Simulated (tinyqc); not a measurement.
Critical temperature from a phonon spectrum: McMillan, Allen-Dynes and the linearised Eliashberg equation: one step, computed by the program tinyqc. Command: `OMP_NUM_THREADS=1 python tinyqc.py 3001197 3001198 out.jsonl eliashberg walk`. One thread of a shared host (Intel(R) Xeon(R) Processor @ 2.30GHz), about 0.02 s of CPU time with the checks.

alpha^2 F(omega) = sum_i (lambda_i omega_i/2) delta(omega - omega_i), so that lambda = 2 int alpha^2 F/omega d omega = sum_i lambda_i.

Question. Largest eigenvalue of the small kernel. K is the kernel of the linearised Eliashberg equation on the Matsubara points omega_n = (2n + 1) pi k_B T; T_c is where its largest eigenvalue rho is zero. Diagonalise K; at rho = 0 the eigenvector c is the gap function Delta_n/omega_n up to a factor; away from it Delta_n/Delta_0 = (2n + 1) c_n/c_0 is only an estimate.

Inputs (values chosen for the exercise, for a model metal): trial temperature = 20 K.

Peaks in alpha^2 F: one.

K, lower triangle (symmetric):
```
           1          2          3          4
1  -0.831876
2   0.499797  -4.135011
3   0.206127   0.307982  -6.911871
4   0.014312   0.092613   0.239339  -9.377551
```

Give: largest eigenvalue rho; Delta_n/Delta_0.

Answer.

largest eigenvalue rho = -0.7477

Delta_n/Delta_0: 1.000  0.454  0.206  0.031

rho < 0: in this small matrix the trial temperature lies above T_c.
